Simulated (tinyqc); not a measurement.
# Hot electrons in a saturated n-channel MOSFET, lucky-electron model: what changes with what

Beyond pinch-off the lateral field grows as Esat cosh(y/l) over the velocity-saturated region (pseudo-two-dimensional model). Impact ionisation in this region gives the substrate current, which biases the body forward through Rsub. Currents are per width. Local-field laws: they overstate ionisation when the field peak is narrower than an energy relaxation length.

Inputs (values chosen for the exercise); values close to those of silicon n-channel devices: channel length L = 1.2 um; oxide thickness tox = 22 nm; junction depth xj = 440 nm; threshold VT = 0.78 V; effective mobility mu = 380 cm^2/(V s); saturation velocity vs = 9.4e6 cm/s; ionisation prefactor Ai = 2e6 1/cm; ionisation field Bi = 1.72 MV/cm; resistance of the lightly doped drain Rd = 0 ohm um; substrate resistance Rsub = 2200 ohm um; fall of VT per volt of forward body bias kb = 0.26; lifetime exponent m = 2.9; lifetime constant Hl = 1500 s uA/um; drain voltage Vd = 5.1 V; gate voltage Vg = 3.6 V.

Constants: eps0 = 8.8541878128e-14 F/cm where lengths are in cm. Results are converted to the units shown.

Each table varies one quantity; the others keep the values above.

## Effect of the channel length

Cox = 3.9 eps0/tox, l = sqrt(3 tox xj), Esat = 2 vs/mu. Overdrive g = Vg - VT + kb Vb; Vdsat = g Esat L/(g + Esat L); Id = Cox vs (g - Vdsat); dV = Vd - Id Rd - Vdsat; Em = sqrt((dV/l)^2 + Esat^2); Isub = Id (Ai/Bi) l Em exp(-Bi/Em). Vb = Rsub Isub is solved self-consistently. Lifetime tau = (Hl/Id)(Isub/Id)^(-m); 1 year = 3.15576e7 s.

Effect of the channel length:

| L (um) | Id (uA/um) | Em (MV/cm) | Isub (uA/um) | Isub/Id | tau (years) |
|---|---|---|---|---|---|
| 0.6 | 202.72 | 0.22004 | 0.35621 | 0.0017571 | 22.918 |
| 0.85 | 167.02 | 0.20624 | 0.16301 | 9.7598e-4 | 153.05 |
| 1.2 | 133.99 | 0.19351 | 0.070908 | 5.2919e-4 | 1125.7 |
| 1.7 | 104.48 | 0.18219 | 0.029961 | 2.8677e-4 | 8533.4 |
| 2.4 | 79.852 | 0.17279 | 0.012991 | 1.6269e-4 | 57781 |
| 3.4 | 59.738 | 0.16514 | 0.0058573 | 9.8050e-5 | 3.3538e5 |
| 4.8 | 44.164 | 0.15924 | 0.0028389 | 6.4282e-5 | 1.5434e6 |

What does the table show?

As L goes from 0.6 to 4.8 um, Em falls from 0.220 to 0.159 MV/cm, Isub falls from 0.356 to 0.00284 uA/um and tau rises from 22.9 to 1.54e6 years. From the first row to the last, log10(tau) changes by 4.8: 4.2 from (Isub/Id)^(-m), which holds Em and l, and 0.66 from 1/Id. At L = 0.6 um the saturated region takes over 60 % of L, so using the full L in Vdsat is rough. For L = 1.2 to 4.8 um tau is a far extrapolation that only says that hot carriers are no limit.

## Effect of the resistance of the lightly doped drain

Same model as above.

Results:

| Rd (ohm um) | Id (uA/um) | Em (MV/cm) | Isub (uA/um) | Isub/Id | tau (years) |
|---|---|---|---|---|---|
| 0 | 134.0 | 0.1935 | 0.07091 | 5.292e-4 | 1126 |
| 150 | 134.0 | 0.1924 | 0.06687 | 4.991e-4 | 1334 |
| 500 | 134.0 | 0.1897 | 0.05818 | 4.342e-4 | 1998 |
| 800 | 134.0 | 0.1874 | 0.05149 | 3.843e-4 | 2847 |
| 1200 | 134.0 | 0.1844 | 0.04357 | 3.251e-4 | 4623 |
| 1600 | 134.0 | 0.1814 | 0.03667 | 2.737e-4 | 7618 |

Estimate the missing row, Rd = 300 ohm um.

Computed row:

| Rd (ohm um) | Id (uA/um) | Em (MV/cm) | Isub (uA/um) | Isub/Id | tau (years) |
|---|---|---|---|---|---|
| 300 | 134.0 | 0.1912 | 0.06303 | 4.704e-4 | 1584 |

With this row back in the table: As Rd goes from 0 to 1600 ohm um, Em falls from 0.194 to 0.181 MV/cm, Isub falls from 0.0709 to 0.0367 uA/um and tau rises from 1130 to 7620 years. From the first row to the last, log10(tau) changes by 0.83: 0.83 from (Isub/Id)^(-m), which holds Em and l, and under 0.005 from 1/Id. The price is 0.214 V dropped over Rd in the last row. In every row tau is a far extrapolation that only says that hot carriers are no limit.

## Effect of the oxide thickness

Same model as above.

Effect of the oxide thickness:

| tox (nm) | Id (uA/um) | Em (MV/cm) | Isub (uA/um) | Isub/Id | tau (years) |
|---|---|---|---|---|---|
| 12 | 245.75 | 0.25808 | 1.1835 | 0.0048159 | 1.0156 |
| 15 | 196.55 | 0.23190 | 0.44819 | 0.0022803 | 11.100 |
| 19 | 155.15 | 0.20730 | 0.14762 | 9.5144e-4 | 177.39 |
| 23 | 128.17 | 0.18954 | 0.056381 | 4.3990e-4 | 2011.3 |
| 29 | 101.65 | 0.17029 | 0.016174 | 1.5912e-4 | 48407 |
| 36 | 81.882 | 0.15439 | 0.0046507 | 5.6797e-5 | 1.1919e6 |
| 44 | 66.995 | 0.14124 | 0.0013634 | 2.0351e-5 | 2.8578e7 |

Read the table: what changes, and by how much?

As tox goes from 12 to 44 nm, Em falls from 0.258 to 0.141 MV/cm, Isub falls from 1.18 to 0.00136 uA/um and tau rises from 1.02 to 2.86e7 years. From the first row to the last, log10(tau) changes by 7.4: 6.9 from (Isub/Id)^(-m), which holds Em and l, and 0.56 from 1/Id. For tox = 23 to 44 nm tau is a far extrapolation that only says that hot carriers are no limit.

Program tinyqc, `OMP_NUM_THREADS=1 python tinyqc.py 2550024 2550025 out.jsonl`; Intel Xeon 2.30GHz, shared host, one thread, about 0.01 s.
